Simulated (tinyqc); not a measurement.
Six-band Luttinger-Kohn model with strain: sweeps and comparisons. A value that a table varies takes the place of the one given here.

Six-band Luttinger-Kohn model in the basis |3/2,3/2>, |3/2,1/2>, |3/2,-1/2>, |3/2,-3/2>, |1/2,1/2>, |1/2,-1/2>, electron energies, zero at the top of the unstrained valence band. H = -[rows: (P+Q, -S, R, 0, -S/r2, r2 R); (-S*, P-Q, 0, R, -r2 Q, r32 S); (R*, 0, P-Q, S, r32 S*, r2 Q); (0, R*, S*, P+Q, -r2 R*, -S*/r2); (-S*/r2, -r2 Q, r32 S, -r2 R, P+Dso, 0); (r2 R*, r32 S*, r2 Q, -S/r2, 0, P+Dso)], r2 = sqrt(2), r32 = sqrt(3/2). Levels are twofold.

P = c g1 k^2 - av tr(e); Q = c g2 (kx^2 + ky^2 - 2 kz^2) - (b/2)(exx + eyy - 2 ezz); R = c sqrt3 [-g2 (kx^2 - ky^2) + 2i g3 kx ky] + (sqrt3/2) b (exx - eyy) - i d exy; S = 2 c sqrt3 g3 (kx - i ky) kz - d (exz - i eyz); c = hbar^2/2m0, e the strain tensor (not engineering shear).

s11 = (C11 + C12)/((C11 - C12)(C11 + 2 C12)), s12 = -C12/((C11 - C12)(C11 + 2 C12)), s44 = 1/C44; exx = s11 sxx + s12 (syy + szz) and cyclic, exy = s44 sxy/2; tension is positive. A uniaxial stress X along the unit vector n is s_ij = X n_i n_j.

Constants: hbar^2/2m0 = 3.80998211 eV angstrom^2.

Values chosen for the exercise (near those of Si; shifted at random, so the results belong to these values and not to a real crystal): Dso = 0.043 eV (spin-orbit splitting); g1 = 4.25 (Luttinger gamma1); g2 = 0.34 (gamma2); g3 = 1.46 (gamma3); av = 2.31 eV (valence hydrostatic potential); b = -2.19 eV (tetragonal shear potential); d = -4.53 eV (trigonal shear potential); C11 = 171.3 GPa; C12 = 63 GPa; C44 = 75.2 GPa; load = uniaxial [001] (kind of stress); X1 = 1.9 GPa (size of the stress); E_h = 40 meV (hole energy below the top); X = 2.11 GPa (stress).

## Sweep of a uniaxial [001] stress

Edges at k = 0 and curvature masses of the top pair along [110] and [001] (step 0.0002 1/angstrom); at zero stress the top is fourfold and has no single curvature.

Edges and masses:

| X (GPa) | top (eV) | second (eV) | third (eV) | splitting (meV) | m [110] | m [001] |
|---|---|---|---|---|---|---|
| -3.00 | 0.0858 | -0.0840 | -0.1147 | 169.7 | 0.279 | 0.179 |
| -2.00 | 0.0540 | -0.0560 | -0.0876 | 110.0 | 0.278 | 0.180 |
| -1.00 | 0.0235 | -0.0280 | -0.0618 | 51.5 | 0.275 | 0.182 |
| 0.00 | 0.0000 | 0.0000 | -0.0430 | 0.0 | - | - |
| 1.00 | 0.0280 | 0.0069 | -0.0546 | 21.1 | 0.218 | 0.280 |
| 2.00 | 0.0560 | 0.0310 | -0.0834 | 25.0 | 0.218 | 0.280 |
| 3.00 | 0.0840 | 0.0577 | -0.1148 | 26.3 | 0.218 | 0.280 |

The splitting reaches 169.7 meV under compression and 26.3 meV under the same tension; linear shear terms alone would make the two equal, and the difference comes from the coupling to the split-off band. At the ends of the sweep the top pair has a mass along [110] of 0.279 under compression and 0.218 under tension, so tension gives the lighter holes along [110]; along [001] it has 0.179 and 0.280. The top edge itself moves by +86 and +84 meV. The ends of the sweep mean strains up to 2.2 %, beyond the range of linear deformation potentials.

## Which stress helps holes along [110]

Each load has size X1 (biaxial: sxx = syy); masses are curvatures of the top pair at k = 0.

Results:

| load | splitting (meV) | top edge (meV) | m [110] | m [001] |
|---|---|---|---|---|
| uniaxial [110], compression | 91.7 | 43.1 | 0.114 | 0.278 |
| uniaxial [110], tension | 25.5 | 49.8 | 0.415 | 0.204 |
| uniaxial [100], compression | 104.0 | 50.8 | 0.218 | 0.278 |
| uniaxial [100], tension | 24.7 | 53.2 | 0.245 | 0.218 |
| uniaxial [111], compression | 88.3 | 40.5 | 0.142 | 0.235 |
| uniaxial [111], tension | 24.1 | 47.8 | 0.358 | 0.235 |
| biaxial (001), compression | 24.7 | 8.9 | 0.218 | 0.280 |
| biaxial (001), tension | 104.0 | 95.1 | 0.278 | 0.180 |

The lightest mass along [110] (0.114) comes with uniaxial [110], compression. The largest splitting (104.0 meV) comes with uniaxial [100], compression; biaxial (001), tension. The heaviest mass along [001] (0.280), which lowers the confinement energy in a (001) channel, comes with biaxial (001), compression. The splitting per GPa follows b (s11 - s12) for loads along cube axes and d s44 for [111]: here 2 |b| (s11 - s12) = 40.4 and |d| s44/sqrt3 = 34.8 meV per GPa in the limit of large Dso; where the splitting nears Dso, mixing with the split-off band makes it depend on the sign of the load.

## Warping of the constant-energy contours (six-band Luttinger-Kohn model)

No strain (e = 0). In the plane kz = 0, |k| where the top and second pairs lie E_h below the top, against the angle from [100]; m = c k^2/E_h.

Contours:

| angle (degrees) | k top (1/angstrom) | k second (1/angstrom) | m top (m0) | m second (m0) |
|---|---|---|---|---|
| 0 | 0.0542 | 0.0471 | 0.280 | 0.211 |
| 9 | 0.0574 | 0.0465 | 0.314 | 0.206 |
| 18 | 0.0670 | 0.0456 | 0.427 | 0.198 |
| 27 | 0.0873 | 0.0451 | 0.727 | 0.194 |
| 36 | 0.1310 | 0.0449 | 1.635 | 0.192 |
| 45 | 0.1814 | 0.0448 | 3.134 | 0.191 |

The heavy contour reaches 3.345 times as far along [110] as along [100], the light one 0.951 times. The warping follows g3 - g2 = 1.12 and would vanish for g2 = g3. Along [100] the heavy mass is 1/(g1 - 2 g2) = 0.280 at any energy, while the light one is 0.2115, against 1/(g1 + 2 g2) = 0.2028 at the edge, for E_h/Dso = 0.93.

## What each parameter does

Edges at k = 0 under a uniaxial [001] stress X and the curvature mass of the top pair along [110] (step 0.0002 1/angstrom). Each row changes one parameter from the base and keeps the others.

Results:

| case | top (eV) | second (eV) | third (eV) | mass (m0) |
|---|---|---|---|---|
| base | 0.0591 | 0.0339 | -0.0868 | 0.218 |
| Dso = 0.052 eV | 0.0591 | 0.0296 | -0.0915 | 0.218 |
| X = 1.688 GPa | 0.0472 | 0.0230 | -0.0739 | 0.218 |
| g2 = 0.408 | 0.0591 | 0.0339 | -0.0868 | 0.215 |
| C44 = 90.24 GPa | 0.0591 | 0.0339 | -0.0868 | 0.218 |
| b = -1.752 eV | 0.0505 | 0.0263 | -0.0706 | 0.218 |
| d = -5.436 eV | 0.0591 | 0.0339 | -0.0868 | 0.218 |
| C12 = 50.4 GPa | 0.0561 | 0.0314 | -0.0768 | 0.218 |

The largest shifts from the base row, up to three for each result and ties (the steps differ in size, so this ranks the rows, not the parameters). top (eV): X -0.0118, b -0.0085, C12 -0.0029; unchanged at the printed digits by Dso, g2, C44 and d. second (eV): X -0.0109, b -0.0076, Dso -0.0043; unchanged at the printed digits by g2, C44 and d. third (eV): b +0.0161, X +0.0129, C12 +0.0100; unchanged at the printed digits by g2, C44 and d. mass (m0): g2 -0.003; unchanged at the printed digits by Dso, X, C44, b, d and C12. The Luttinger parameters multiply k^2 and cannot move the edges; av shifts all edges alike and leaves the mass.

Computed by tinyqc, a small Python program: `OMP_NUM_THREADS=1 python tinyqc.py 1050706 1050707 out.jsonl` (the numbers bound the seed that draws the inputs); one thread of a shared host (Intel(R) Xeon(R) Processor @ 2.30GHz), about 0.08 s for the whole set of steps.
